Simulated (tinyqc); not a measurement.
One-dimensional ballistic tunnel FET, two-band WKB: two steps of the calculation.

A p-type source for x < 0 with its Fermi level at 0 and its valence edge at ds; in the channel the bands fall as D exp(-x/lam) towards their flat values, with the conduction edge at Ec = ds - dP and D = dP + Eg. The gate moves dP one to one. The drain Fermi level lies at -Vd and the drain side reflects nothing. For w = E - Ec between 0 and dP an electron crosses the gap. Two-band dispersion with equal masses m: inside the gap kappa = sqrt(m u (1 - u/Eg)/C), u the distance from a band edge, C = hbar^2/(2 m0).

Parameters, values chosen for the exercise; band and dielectric values those of a made-up semiconductor:

| symbol | value | unit | meaning |
|---|---|---|---|
| T | 300 | K | temperature |
| Eg | 0.893 | eV | band gap |
| m | 0.053 | m0 | band-edge mass of the two-band model |
| lam | 5.2 | nm | screening length of the source junction |
| ds | 0.2 | eV | source valence edge above the source Fermi level |
| Vd | 0.3 | V | drain bias |
| g | 1 |  | number of degenerate subbands (spin apart) |
| dP | 0.15 | eV | tunnelling window Ev(source) - Ec(channel) |
| w0 | 0.1 | eV | energy above the channel conduction edge |
| nc | 6 |  | cells of the path |
| nE | 9 |  | points of the energy grid |

Constants: q = 1.602176634e-19 C, kB = 1.380649e-23 J/K, hbar = 1.054571817e-34 J s, h = 6.62607015e-34 J s, m0 = 9.1093837015e-31 kg, Vt = kB T/q, hbar^2/(2 m0) = 0.0380998212 eV nm^2. Results are converted to the units shown.

Problem 1. The path through the gap by the midpoint rule. At w = w0 the path runs from xa = lam ln(D/(w + Eg)) to xb = lam ln(D/w); u(x) = w + Eg - D exp(-x/lam) is the height above the valence edge. Cut it into nc equal cells: S = 2 (cell width) times the sum of kappa at the centres.

Give: xa; xb; x; u; kappa; S.

Solution 1.

xa = 0.2555 nm
xb = 12.19 nm

```
cell,x (nm),u (eV),kappa (1/nm)
0,1.25,0.1729,0.4404
1,3.24,0.4336,0.5570
2,5.23,0.6114,0.5179
3,7.22,0.7327,0.4277
4,9.21,0.8155,0.3138
5,11.20,0.8719,0.1692
```

S = 9.653

Problem 2. Current on a coarse grid. S(w) = 2 lam int_0^Eg kappa(u) du/(w + Eg - u) = 2 pi lam sqrt(m/(C Eg)) [w + Eg/2 - sqrt(w (w + Eg))], T(w) = exp(-S). I = g (2 q^2/h) int_0^dP T(w) [f(E) - f(E + Vd)] dw, E = ds - dP + w, f(x) = 1/(1 + exp(x/Vt)). Simpson's rule on nE equally spaced points.

Wanted: w; T(w); difference of the f; I.

Solution 2.

```
point,w (eV),T(w),difference of the f
0,0.0000,1.237e-8,0.1263
1,0.0187,1.191e-6,0.06541
2,0.0375,5.452e-6,0.03278
3,0.0563,1.544e-5,0.01614
4,0.0750,3.436e-5,0.007882
5,0.0938,6.587e-5,0.003832
6,0.1125,1.139e-4,0.001859
7,0.1313,1.826e-4,9.010e-4
8,0.1500,2.760e-4,4.365e-4
```

I = 2.141e-6 uA

Program tinyqc, `OMP_NUM_THREADS=1 python tinyqc.py 2620169 2620170 out.jsonl`; Intel Xeon 2.30GHz, shared host, one thread, about 0.01 s.
